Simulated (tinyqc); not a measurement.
Inside a calculation. Model: oxidation of curved silicon (wires and holes): cylindrical Deal-Grove kinetics with stress-retarded reaction. Computed by tinyqc, a small Python program that keeps every step. Command: `OMP_NUM_THREADS=1 python tinyqc.py 3031164 3031165 out.jsonl wireox walk`. One thread of a shared host (Intel(R) Xeon(R) Processor @ 2.30GHz), about 0.03 s of CPU time with the checks. Intermediate numbers are printed to about 6 digits and carried at full precision; extremes and crossings named in words are read from the listed rows.

Silicon fills r < a and oxide a < r < b. One volume of silicon gives 2.25 volumes of oxide, and the length is fixed.

Inputs (values chosen for the exercise, close to those used for silicon in dry oxygen):
```
quantity                       value        unit
prefactor B0                     759      um^2/h
activation energy E_B           1.23          eV
prefactor (B/A)0            4.88e+06        um/h
activation energy E_A              2          eV
starting silicon radius a0        42          nm
starting oxide x_i                 2          nm
viscosity prefactor eta0     3.8e-09        Pa s
viscosity energy E_eta          5.61          eV
critical shear stress s_c         68         MPa
activation volume V_k             11  angstrom^3
temperature T                    925           C
time t                           4.1           h
```

Shape: wire (convex).

Constants: k_B = 8.617333262e-05 eV/K.

## Planar constants and viscosity

B = B0 exp(-E_B/(k_B T)), B/A = (B/A)0 exp(-E_A/(k_B T)), eta = eta0 exp(E_eta/(k_B T)); 1 um = 1000 nm. Temperatures in kelvin are T(C) + 273.15.

B = 5087.37 nm^2/h

B/A = 18.8721 nm/h

low-stress viscosity eta = 1.50358e+15 Pa s

k_B T = 0.103249 eV

## Rate at the start

Geometry: b^2 = b0^2 + 1.25 (a0^2 - a^2), b0 = a0 + x_i. Rate of oxide made per interface area: q = 1/[1/k + 2 a |ln(b/a)|/B], and |da/dt| = q/2.25. Reaction k = (B/A) exp(-sigma V_k/(k_B T)). New oxide pushes the old with radial speed u = 1.25 |da/dt| at r = a; the shear stress at radius r is s_c asinh(z a^2/r^2), z = 2 eta u/(a s_c) (Eyring flow), and the compressive normal stress at the interface is sigma = |int_a^b 2 s/r dr| = s_c |F(z) - F(z a^2/b^2)|, F(y) = int_0^y asinh(w)/w dw. q and sigma are solved together. 1 MPa angstrom^3 = 6.241509e-6 eV.

oxide radius b0 = 44 nm

rate q without stress = 18.6024 nm/h

normal stress sigma = 54.5664 MPa

factor on the reaction = 0.964366

rate q with stress = 17.9487 nm/h

## State after time t

Integrate da/dt adaptively (tolerance 1e-8); a wire counts as consumed at a = 0.5 nm and a hole as closed at b = 0.5 nm. Planar reference: x^2 + A x = B t + x_i^2 + A x_i, A = B/(B/A).

silicon radius a = 20.7404 nm

oxide thickness = 39.2871 nm

normal stress at time t = 1092.86 MPa

planar thickness = 64.1328 nm

ratio to the planar thickness = 0.612589

Stress now cuts the reaction constant to 48 % of its planar value. Caution: the oxide is taken as a purely viscous fluid in steady flow; elasticity, stress-dependent diffusion and thin-oxide enhancement are left out.

## Geometry alone against geometry with stress

A dash marks a stress-free run that has consumed the wire or closed the hole.

Oxide thickness (nm):
```
t (h)   planar  curved, no stress  curved, with stress   a (nm)  sigma (MPa)
0.123    4.269             4.1835               4.0715  41.0431       109.98
0.410    9.423             8.9584               8.3883  38.9693       222.87
0.820   16.482            15.1610              13.6490  36.2947       357.94
1.640   29.694            26.0161              22.1368  31.6276       577.91
2.870   47.728            39.7620              31.8299  25.7317       849.45
4.100   64.133            51.5510              39.2871  20.7404      1092.86
6.150   88.816                  -              48.5476  13.8987      1487.53
8.200  111.033                  -              55.0754   8.5596      1910.01
```

At 4.1 h the thickness is 0.804 of the planar value from geometry alone and 0.613 with stress. On a wire the new oxide spreads over a larger circumference, which thins it, while the oxidant converges on a smaller interface. Stress and geometry both count. Caution: rows with a normal stress above about 1.5 GPa lie beyond the range of a viscous flow law. Caution: elasticity of the oxide, stress-dependent diffusion and thin-oxide enhancement are left out.

Checks made by the program: large-radius limit against the planar law (relative difference 5e-07).
